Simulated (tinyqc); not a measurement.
## One gate, two gates and a surrounding gate

Below threshold the potential that source and drain add obeys Laplace's equation, vanishes on the gates and decays along the channel as exp(-k y). The same ts (depleted depth over a conducting body, body thickness or wire diameter), ti and permittivities in three geometries; k is the smallest positive root of: one gate, f(k) = eps_r sin(k ti) cos(k ts) + ei cos(k ti) sin(k ts); two gates, f(k) = ei cos(k ti) cos(k ts/2) - eps_r sin(k ti) sin(k ts/2); wire, f(k) = ei J0(u)[J1(u) Y0(v) - Y1(u) J0(v)] - eps_r J1(u)[J0(u) Y0(v) - Y0(u) J0(v)], u = k ts/2, v = u + k ti. Parabolic estimates of l: sqrt((eps_r/ei) ts ti); sqrt((eps_r/(2 ei)) ts ti (1 + ei ts/(4 eps_r ti))); sqrt([2 eps_r ts^2 ln(1 + 2 ti/ts) + ei ts^2]/(16 ei)), in the same order.

Parameters, values chosen for the exercise; permittivities: semiconductor made up, insulator close to that of silicon dioxide:
- eps_r = 12.7 (relative permittivity of the semiconductor)
- ei = 3.74 (relative permittivity of the insulator)
- ti = 1 nm (insulator thickness)
- ts = 12 nm (depletion depth)

Scale lengths (nm):

|  | Lambda = pi/k | l = 1/k | l(parabolic) |
|---|---|---|---|
| one gate over a conducting body | 14.984 | 4.7697 | 6.3835 |
| two gates | 18.193 | 5.7911 | 6.1947 |
| wire | 12.033 | 3.8302 | 4.2921 |

What does the table show?

The wire has the shortest scale length, 0.661 times that of the double gate; the single gate over a conducting body has 0.824 times it, its layer ending directly on a conductor where the double gate has a second insulator. The parabolic estimates are 34 % above, 7.0 % above and 12 % above the exact l, in the order of the rows.

Numbers from tinyqc (`OMP_NUM_THREADS=1 python tinyqc.py 2420083 2420084 out.jsonl`; about 0.01 s on one thread of a shared Intel Xeon 2.30GHz).
